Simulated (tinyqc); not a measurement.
Worked calculation: Ewald sum of point charges, rock salt lattice. Computed by tinyqc, a small Python program that keeps every step. Command: `OMP_NUM_THREADS=1 python tinyqc.py 26517 26518 out.jsonl` (the two numbers bound the seeds that draw the settings). One thread of a shared host (Intel(R) Xeon(R) Processor @ 2.60GHz), about 0.06 s of CPU time with the checks.

## Ewald sum with eta = 0.402 1/bohr

cell vectors (rows) (bohr):
```
         1        2        3
1  0.00000  4.52000  4.52000
2  4.52000  0.00000  4.52000
3  4.52000  4.52000  0.00000
```

Charges:
```
q              f1       f2       f3
1.00000   0.00000  0.00000  0.00000
-1.00000  0.50000  0.50000  0.50000
```

Real space: 1/2 sum q_i q_j erfc(eta r)/r over all images with r > 0; reciprocal space: (2 pi/V) sum_(G != 0) exp(-G^2/4 eta^2)/G^2 |S(G)|^2 with S(G) = sum q exp(i G.r); self term -eta/sqrt(pi) sum q^2; background -pi Q^2/(2 V eta^2), Q the total charge.

Real-space shells (first ones):
```
r (bohr)  pairs  sum (hartree)
4.52000      12       -0.01351
6.39225      24        0.00052
7.82887      16      -8.74e-06
9.04000      12       1.83e-07
10.10703     48      -2.17e-08
11.07169     48       6.69e-10
12.78449     24              0
13.56000     60              0
14.29350     48              0
```

Reciprocal shells (first ones that count):
```
G^2 (1/bohr^2)  vectors  sum (hartree)
1.44925               8        0.07981
5.31393              24        0.00017
9.17860              24       2.42e-07
13.04327             32       5.76e-10
```

## The total does not depend on eta

The same sums for other eta.

Totals (hartree per cell):
```
eta           real  reciprocal      self  background       total
0.40200   -0.01300     0.07998  -0.45361     0.00000  -0.3866293
0.56200   -0.00043     0.24795  -0.63415     0.00000  -0.3866293
0.69400  -1.22e-05     0.39648  -0.78310     0.00000  -0.3866293
```

shortest distance = 4.52000 bohr

Madelung constant -E d / (formula units |q+ q-|) = 1.74756
